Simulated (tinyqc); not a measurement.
MOSFET in the linear regime without short-channel effects, parameter extraction from computed curves: two steps of the calculation.

Inversion charge Q = Cox n Vt W0(exp((Vg - VT)/(n Vt))), W0 the Lambert function and n = nf; u = Q/Cox; mobility mu = mu0/(1 + th1 u + th2 u^2); channel resistance Rch = (L - dL)/(W mu Q); Id = Vd/(Rch + Rsd/W). Cox = eps0 eox/tox. Small Vd, no channel-length or drain effects.

Inputs (values chosen for the exercise); channel values of the order met in silicon transistors: temperature T = 300 K; relative permittivity of the gate insulator (close to aluminium oxide) eox = 8.81; insulator thickness tox = 5.2 nm; low-field mobility mu0 = 100 cm^2/(V s); first mobility attenuation factor th1 = 0.2 1/V; second mobility attenuation factor th2 = 0.16 1/V^2; threshold voltage VT = 0.66 V; body factor nf = 1.34; gate width W = 1 um; drawn gate length L = 1.4 um; drawn less effective length dL = 0.013 um; source plus drain resistance Rsd = 120 ohm um; drain voltage Vd = 0.025 V.

Constants: q = 1.602176634e-19 C, kB = 1.380649e-23 J/K, Vt = kB T/q, eps0 = 8.8541878128e-14 F/cm where lengths are in cm. Results are converted to the units shown.

Task 1. Transfer curve. u, mu, Rch and Id as defined.

Vg, point 0 to 10 (V): [0.42, 0.54, 0.66, 0.78, 0.9, 1.02, 1.14, 1.26, 1.38, 1.5, 1.62]

Give: u; mu; Rch; Id.

Result 1.

u, point 0 to 10 (V): [3.391e-5, 0.001052, 0.01965, 0.08779, 0.1824, 0.2868, 0.3956, 0.5070, 0.6201, 0.7342, 0.8492]
mu, point 0 to 10 (cm^2/(V s)): [100.0, 99.98, 99.60, 98.16, 95.99, 93.41, 90.57, 87.52, 84.35, 81.10, 77.81]
Rch, point 0 to 10 (ohm): [2.727e8, 8.791e6, 4.725e5, 1.073e5, 5.280e4, 3.451e4, 2.580e4, 2.083e4, 1.768e4, 1.553e4, 1.399e4]
Id, point 0 to 10 (uA): [9.169e-5, 0.002844, 0.05290, 0.2327, 0.4724, 0.7218, 0.9643, 1.193, 1.405, 1.598, 1.771]

Task 2. Threshold and mobility at the peak transconductance. gm_i = (Id_(i+1) - Id_(i-1))/(Vg_(i+1) - Vg_(i-1)); at the point j of largest gm the tangent meets the axis at V_ext = Vg_j - Id_j/gm_j; field-effect mobility gm_j L/(W Cox Vd) with the drawn L.

Vg, point 0 to 10 (V): [0.42, 0.54, 0.66, 0.78, 0.9, 1.02, 1.14, 1.26, 1.38, 1.5, 1.62]
Id, point 0 to 10 (uA): [9.1692266e-5, 0.0028437201, 0.052897656, 0.23272822, 0.47243647, 0.72182655, 0.96433048, 1.1930515, 1.4046639, 1.5975990, 1.7713283]

Find: gm; j; V_ext; field-effect mobility.

Result 2.

gm, point 1 to 9 (uS): [0.22002, 0.95785, 1.7481, 2.0379, 2.0496, 1.9634, 1.8347, 1.6856, 1.5278]
j = 5
V_ext = 0.66781 V
field-effect mobility = 76.512 cm^2/(V s)

V_ext is 7.8 mV above the model VT, and the mobility so found is 24 % below mu0 L/(L - dL) = 101 cm^2/(V s), the value for the drawn L; attenuation, series resistance and the slow approach of Q to a straight line all lower the peak gm.

Program tinyqc, `OMP_NUM_THREADS=1 python tinyqc.py 2210162 2210163 out.jsonl`; Intel Xeon 2.30GHz, shared host, one thread, about 0.01 s.
